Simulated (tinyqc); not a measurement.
Square lattice in a magnetic field (Harper-Hofstadter model): one step. The Harper matrix. Two cases, with inputs chosen for the exercise.

Problem. Fill it in at the given k.

Landau gauge, lattice period 1: the magnetic cell has q sites j = 0 to q - 1 along x. H_jj = -2 ty cos(ky + 2 pi p j/q), H_(j,j+1) = -tx, and the bond from q - 1 back to 0 is H_(q-1,0) = -tx exp(i q kx). The levels depend on k only through cos(q kx) and cos(q ky), so the band edges lie at (0, 0) and (pi/q, pi/q).

Give: H(k).

Case 1.

Values chosen: p = 2 (flux per plaquette p/q, in units of h/e); q = 5; tx = 0.8 meV (hopping along x); ty = 0.8 meV (hopping along y); k = (0.38, 0.135) (kx, ky).

Solution.

H(k) (meV), lower triangle (Hermitian):
```
                0        1        2        3       4
0         -1.5854
1         -0.8000   1.4092
2               0  -0.8000  -0.6947
3               0        0  -0.8000  -0.2851
4  0.2586-0.7570i        0        0  -0.8000  1.1561
```

Case 2.

Values chosen: p = 6 (flux per plaquette p/q, in units of h/e); q = 7; tx = 1.3 meV (hopping along x); ty = 1.3 meV (hopping along y); k = (0.301, 0.381) (kx, ky).

Solution.

H(k) (meV), lower triangle (Hermitian):
```
                0        1        2        3        4        5
0         -2.4136
1         -1.3000  -2.2607
2               0  -1.3000  -0.4055
3               0        0  -1.3000   1.7551
4               0        0        0  -1.3000   2.5940
5               0        0        0        0  -1.3000   1.4796
6  0.6641-1.1176i        0        0        0        0  -1.3000

         6
6  -0.7490
```

Computed by tinyqc, one run a case: `OMP_NUM_THREADS=1 python tinyqc.py N N+1 out.jsonl` with N = 1280497, 1281170; one thread of a shared Intel(R) Xeon(R) Processor @ 2.30GHz, about 0.09 s a run at most.
